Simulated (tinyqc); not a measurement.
Inside a calculation. Method: coherent transport through a tight-binding region between two chains. Computed by tinyqc, a small Python program that keeps every step. Settings: temperature = 77, mu = 0.26. Command: `OMP_NUM_THREADS=1 python tinyqc.py 22330 22331 out.jsonl` (the two numbers bound the seeds that draw the settings). One thread of a shared host (Intel(R) Xeon(R) Processor @ 2.60GHz), about 0.1 s of CPU time with the checks.

## Transmission at E = -0.7 eV

H of the central region (eV), lower triangle:
```
         1        2        3        4       5
1   0.0000
2  -0.9100   0.5700
3   0.0000  -1.5400   0.5700
4   0.0000   0.0000  -1.5400   0.5700
5   0.0000   0.0000   0.0000  -1.5400  0.0000
```

Leads: semi-infinite chains with site energy 0:
```
parameter                           value
lead hopping t (eV)              2.190000
coupling to the left lead (eV)   0.290000
coupling to the right lead (eV)  0.900000
left contact site                       1
right contact site                      5
```

E = -0.7000 eV

Surface Green function g = (E - i sqrt(4 t^2 - E^2)) / (2 t^2); self-energy tc^2 g on each contact site; G = (E - H - Sigma)^(-1); Gamma = -2 Im Sigma; T = Gamma_L Gamma_R |G_LR|^2; local density of states -Im G_ii / pi.

g = -0.0730-0.4508i 1/eV

G (1/eV), lower triangle:
```
                 1                2                3               4
1   0.0991-0.6295i
2   1.1482-0.4841i   0.8553-0.4170i
3   0.8884-0.0273i   0.6762-0.0578i   0.0327-0.0316i
4  -0.4156+0.4617i  -0.2977+0.3693i   0.0001+0.0318i  0.2978-0.3431i
5  -1.2311+0.4080i  -0.9217+0.3624i  -0.0326+0.0578i  0.8948-0.3147i

                5
5  0.7706-0.3173i
```

local density of states (1/eV): 0.2004  0.1327  0.0100  0.1092  0.1010

transmission = 0.0931

## Transmission across the band

The same steps on a grid of energies.

T(E):
```
E (eV)            T
-4.161000  5.42e-08
-3.744900  4.97e-07
-3.328800  3.23e-06
-2.912700  2.52e-05
-2.496600  3.77e-04
-2.080500    0.0517
-1.664400    0.0088
-1.248300    0.0351
-0.832200    0.1868
-0.416100    0.0602
0.000000     0.3144
0.416100     0.0679
0.832200     0.0184
1.248300     0.0258
1.664400     0.0883
2.080500     0.0038
2.496600     0.0013
2.912700     0.0034
3.328800   2.72e-04
3.744900   9.60e-06
4.161000   5.58e-07
```

levels of the isolated region (eV): -2.0718  -0.9362  0.1222  1.5509  3.0449

## Current

I = (2e/h) int T(E) [f(E - mu - V/2) - f(E - mu + V/2)] dE at 77 K with mu = 0.26 eV, the bias not changing H; 2e^2/h = 77.48092 microsiemens; the integral runs over the band on 4001 points.

Current:
```
V (volt)  I (microampere)
0.0100             0.1749
0.0500             0.8844
0.1000             1.8303
0.2000             4.1161
0.4000             9.5036
0.8000            14.1079
```
